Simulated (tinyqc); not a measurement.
# Which input was changed?

Model: thermal, flicker and telegraph noise of a field-effect transistor. Computed by tinyqc, a small Python program. Command: `OMP_NUM_THREADS=1 python tinyqc.py 3028661 3028662 out.jsonl noise which`. One thread of a shared host (Intel(R) Xeon(R) Processor @ 2.30GHz), about 0.05 s of CPU time with the checks.

Strong inversion, threshold roll-off and channel-length modulation left out; noise sources are uncorrelated and are given as one-sided spectral densities. The drain voltage is 50 mV.

Inputs (values chosen for the exercise, modelled on a silicon n-channel):
```
quantity,value,unit
width W,1.5,micrometre
length L,170,nm
electrical oxide thickness t,1.6,nm
mobility mu,110,cm^2/(V s)
overdrive V_ov,0.63,V
oxide trap density N_t,2e+16,1/(eV cm^3)
oxide barrier phi,1.6,eV
oxide mass m_ox,0.31,m_0
frequency f,20000,Hz
temperature T,200,K
```

Operating region: linear. Flicker model: number fluctuation.

Constants: eps_0 = 8.8541878128e-12 F/m; hbar = 1.054571817e-34 J s; m_0 = 9.1093837015e-31 kg; e = 1.602176634e-19 C; k_B = 8.617333262e-05 eV/K; k_B = 1.380649e-23 J/K.

Method:
- C_ox = 3.9 eps_0/t; I = mu C_ox (W/L) V_ov V_D; g_m = I/V_ov; g_d0 = I/V_D.
- Tunnelling length lambda = hbar/(2 sqrt(2 m_ox phi)); flat-band noise S_Vfb = e^2 k_B T lambda N_t/(W L C_ox^2 f). S_I = g_m^2 S_Vfb.
- Thermal: S_I = 4 k_B T g_d0; input-referred S_V = S_I/g_m^2; corner f_c where flicker equals thermal.
- Total input noise from 1 Hz to f_c: sqrt(S_V,thermal [f_c ln(f_c/1 Hz) + f_c - 1 Hz]).

Question. One of these inputs alone was changed, within the range given: mobility mu (55 to 220); overdrive V_ov (0.315 to 1.26); oxide trap density N_t (1e+16 to 4e+16); temperature T (100 to 400). Which one, and to what value?

Results:
```
run,flicker S_I/I^2 (1/Hz),input noise up to f_c (microvolt),g_m (microsiemens)
before,1.300488e-15,10.13888,104.7366
after,2.089655e-15,10.25891,104.7366
```

Answer.

Each candidate set to reproduce flicker S_I/I^2, and what it then gives:
```
candidate,range searched,value needed,input noise up to f_c (microvolt),g_m (microsiemens)
mobility mu (cm^2/(V s)),55 to 220,no effect,-,-
overdrive V_ov (V),0.315 to 1.26,0.4970,10.259,104.74
oxide trap density N_t (1/(eV cm^3)),1e+16 to 4e+16,3.214e16,13.155,104.74
temperature T (K),100 to 400,321.4,12.852,104.74
```

Only overdrive V_ov fits every result: it went from 0.63 to 0.497 V. The next best candidate, temperature T, misses one result by 25 %.

Caution: fewer than one trap per decade of time constant is active, so one device shows telegraph steps and the 1/f law is only a mean over many devices.
